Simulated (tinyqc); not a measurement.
# Undoped gate-all-around wire MOSFET, analytic charge model, step by step

Computed by the program tinyqc: `OMP_NUM_THREADS=1 python tinyqc.py 2460036 2460037 out.jsonl`, one thread of a shared Intel Xeon 2.30GHz, about 0.02 s for the whole run. Printed values are rounded.

An undoped round wire of radius R under an insulator shell and a surrounding gate; long channel, electrons only, n = ni exp((psi - V)/Vt) with V the quasi-Fermi potential (0 at the source, Vd at the drain), constant mobility, no quantisation. The radial Poisson equation gives n(r) = n(0)/(1 - (1 - b) r^2/R^2)^2 with b = Q0/(Q + Q0). Q is the electron charge per area of the wire surface.

Values chosen for this exercise; material values close to those of silicon:
- T = 293 K (temperature)
- Eg = 1.12 eV (band gap)
- eps_r = 11.5 (relative permittivity of the semiconductor)
- Nc = 2.65e19 cm^-3 (conduction-band density of states at T)
- Nv = 2.54e19 cm^-3 (valence-band density of states at T)
- eox = 4.08 (relative permittivity of the gate insulator)
- tox = 2.7 nm (insulator thickness)
- R = 6 nm (wire radius)
- dphi = -0.1 V (gate work function less that of the intrinsic body)
- mu = 560 cm^2/(V s) (channel mobility)
- L = 0.1 um (gate length)
- Vg = 0.42 V (gate voltage)
- Vd = 0.8 V (drain voltage)

Constants: q = 1.602176634e-19 C, kB = 1.380649e-23 J/K, Vt = kB T/q, eps0 = 8.8541878128e-14 F/cm where lengths are in cm. Results are converted to the units shown.

Range of the model: In a wire this thin, quantum confinement raises the threshold; it is left out.

## Constants of the wire

ni = sqrt(Nc Nv) exp(-Eg/(2 Vt)), Eg in volts; Cox = eps0 eox/(R ln(1 + tox/R)); Q0 = 4 eps0 eps_r Vt/R; V0 = dphi + Vt ln[8 eps0 eps_r Vt/(q ni R^2)].

ni = 6.04922e9 cm^-3
Cox = 1.62041 uF/cm^2
Q0 = 171.394 nC/cm^2
V0 = 0.409893 V

## Iteration 1: charge at the source by Newton steps in y = ln(Q/Q0)

y at the start = 0

With V = 0 and Q = Q0 exp(y): f = Q/Cox + Vt y + Vt ln(1 + Q/Q0) - (Vg - V0); df/dy = Q/Cox + Vt (1 + Q/(Q + Q0)); y(new) = y - f/(df/dy).

Q = 171.394 nC/cm^2
f = 0.113166 V
df/dy = 0.143645 V
y after iteration 1 = -0.787815

## Iteration 2: charge at the source by Newton steps in y = ln(Q/Q0)

As before.

Q = 77.9564 nC/cm^2
f = 0.0275761 V
df/dy = 0.0812516 V
y after iteration 2 = -1.12721

## Course of the iteration: charge at the source by Newton steps in y = ln(Q/Q0)

Stop when y changes by less than 1e-11, or after 60 iterations.

Course of the iteration:
```
iteration          y  |change|
1          -0.787815     0.788
2           -1.12721     0.339
3           -1.16954    0.0423
4           -1.17007   5.37e-4
5           -1.17007   8.42e-8
6           -1.17007   < 1e-13
```

Converged in 6 iterations. At the end the number of correct digits about doubles with each step.

## Drain current and line charge

Qs = 53.1911 nC/cm^2
Qd = 4.43977e-12 nC/cm^2

Q solves Vg - V0 - V = Q/Cox + Vt ln(Q/Q0) + Vt ln(1 + Q/Q0). I = mu (2 pi R/L)[2 Vt (Qs - Qd) + (Qs^2 - Qd^2)/(2 Cox) + Vt Q0 ln((Qd + Q0)/(Qs + Q0))], with Qs at V = 0 and Qd at V = Vd. Electrons per length at the source: 2 pi R Qs/q; surface over centre density: (1 + Qs/Q0)^2.

first term = 0.567060 uA
second term = 0.184307 uA
third term = -0.246936 uA
I = 0.504431 uA
electrons per length = 0.125158 1/nm
surface over centre density = 1.71700

The square-law term makes up 36.5 % of the current.
